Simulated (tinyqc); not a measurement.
# Metal gate on a two-layer dielectric stack with fixed charge and a dipole: flat band against the thickness t2

Gate, layer 2, layer 1, p-type semiconductor; x runs from the gate inwards. Charges are counted in units of +q. psi is the band bending at the surface, positive towards inversion. Classical charge, Boltzmann statistics, no interface traps.

EOT = 3.9 (t1/e1 + t2/e2), Cox = eps0/(t1/e1 + t2/e2); phi_ms = pM - (chi + Eg - Vt ln(Nv/Na)). Vfb = phi_ms + Vd - (q/eps0) [Q1 (t1/e1 + t2/e2) + Q2 t2/e2 + r1 (t1^2/(2 e1) + t1 t2/e2) + r2 t2^2/(2 e2)]: each charge counts with its electrical distance from the gate. ni = sqrt(Nc Nv) exp(-Eg/(2 Vt)), Eg in volts, pB = Vt ln(Na/ni), Vth = Vfb + 2 pB + sqrt(4 q eps0 eps_r Na pB)/Cox.

Parameters, values chosen for the exercise; band and dielectric values close to those of In0.53Ga0.47As, layer 1 close to silicon nitride, layer 2 close to hafnium oxide:
```
symbol    value   unit                                               meaning
T           300      K                                           temperature
Eg        0.754     eV                                              band gap
eps_r      13.7                                        relative permittivity
Nc      2.12e17  cm^-3                conduction-band density of states at T
Nv      7.61e18  cm^-3                   valence-band density of states at T
chi        4.49     eV                                     electron affinity
Na       1.3e18  cm^-3                                      acceptor density
pM         4.17     eV                       work function of the gate metal
t1          1.5     nm       thickness of layer 1, next to the semiconductor
e1         7.57                             relative permittivity of layer 1
e2         21.8                             relative permittivity of layer 2
Q1       8.8e11  cm^-2           fixed charge at the semiconductor interface
Q2      -1.6e11  cm^-2                       fixed charge between the layers
r1         1e18  cm^-3                     uniform charge density in layer 1
r2            0  cm^-3                     uniform charge density in layer 2
Vd        -0.28      V  flat-band shift by a dipole layer between the layers
```

Constants: q = 1.602176634e-19 C, kB = 1.380649e-23 J/K, Vt = kB T/q, eps0 = 8.8541878128e-14 F/cm where lengths are in cm. Results are converted to the units shown.

Results:
```
t2 (nm),EOT (nm),Vfb (V),Vth (V)
1,0.9517,-1.350,-0.4243
2,1.131,-1.357,-0.3995
3,1.309,-1.364,-0.3748
4,1.488,-1.371,-0.3500
6,1.846,-1.386,-0.3004
7,2.025,-1.393,-0.2756
8,2.204,-1.400,-0.2509
```

Estimate the missing row, t2 = 5 nm.

Computed row:
```
t2 (nm),EOT (nm),Vfb (V),Vth (V)
5,1.667,-1.379,-0.3252
```

With this row back in the table: Vfb falls from -1.35 to -1.40 V and Vth rises from -0.424 to -0.251 V. The slope dVfb/dEOT is -40.4 mV/nm between the first two rows and -40.4 between the last two: a straight line, set by the charge below the growing layer, which reads as 8.70e11 cm^-2. A line through the end rows meets EOT = 0 at -1.31 V, against phi_ms + Vd = -1.31 V; an effective work function read from it is off by -283 mV from pM. In every row Na exceeds a tenth of Nv, where Boltzmann statistics begin to fail.

Program tinyqc, `OMP_NUM_THREADS=1 python tinyqc.py 2010011 2010012 out.jsonl`; Intel Xeon 2.30GHz, shared host, one thread, about 0.01 s.
